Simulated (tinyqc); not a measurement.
Sharp and graded interfaces: valley splitting in a one-orbital chain of atomic planes (second-neighbour model).

Each (001) plane carries one orbital with energy e0, hopping v to the next plane and u to the second: E(phi) = e0 + 2 v cos(phi) + 2 u cos(2 phi), where phi = pi - k a/4 (the sign of every second orbital is chosen so that v > 0, which shifts the phase by pi). The minimum lies at cos(phi0) = -v/(4u), phi0 = pi - (pi/2) k0 for a valley at k0 (2 pi/a), and e0 puts it at zero. A slab of N planes has hard walls: the matrix simply ends.

A well of Nw planes between barriers of 40 planes each (as of a SiGe alloy, taken as an offset alone). With x = j - 39.5 for plane j = 0, 1, ..., the potential is V0 (f(x) + f(Nw - x)) + F (j - 40) a/4, f(y) = 1/(1 + exp(y/L)), a step for L = 0; L is in planes, 4 L is about the distance over which f goes from 0.88 to 0.12, and 1 MV/m = 1e-4 V/angstrom.

Inputs chosen for the exercise (near those of the Delta valleys of silicon; abrupt walls in this chain split the valleys several times more than measured wells; shifted at random, so the results belong to these values and not to a real crystal): a = 5.431 angstrom (lattice constant; planes lie a/4 apart); V0 = 0.3 eV (barrier height); F = 15 MV/m (field); Nw = 78 (planes in the well).

u = 0.638922 eV
v = 0.693717 eV
e0 = 1.466147 eV

The lowest doublet for several interface widths L.

Doublet:

| L (planes) | 4 L (angstrom) | mean level (meV) | splitting (micro-eV) |
|---|---|---|---|
| 0.00 | 0.00 | 42.74 | 2118.11 |
| 0.25 | 1.36 | 43.03 | 1090.72 |
| 0.75 | 4.07 | 44.03 | 42.83 |
| 1.00 | 5.43 | 44.71 | 8.32 |
| 1.50 | 8.15 | 46.41 | 0.25 |
| 2.00 | 10.86 | 48.42 | 0.01 |

Give the missing row, L (planes) = 0.50, 4 L (angstrom) = 2.72.

Computed row:
```
L (planes)  4 L (angstrom)  mean level (meV)  splitting (micro-eV)
0.50                  2.72             43.48                212.89
```

The mean level moves by +5.7 meV over the table, while the splitting falls from 2118.1 micro-eV at a step to 8.32 at L = 1 plane, a factor 255. Coupling the valleys needs the Fourier component of the potential at twice the valley wave vector, a period of a few planes, and grading removes it. Random alloy disorder, left out here, sets the splitting once this part is gone.

Run: tinyqc, `OMP_NUM_THREADS=1 python tinyqc.py 1452237 1452238 out.jsonl`; Intel(R) Xeon(R) Processor @ 2.30GHz, one thread, shared host; about 0.01 s of CPU time with all checks.
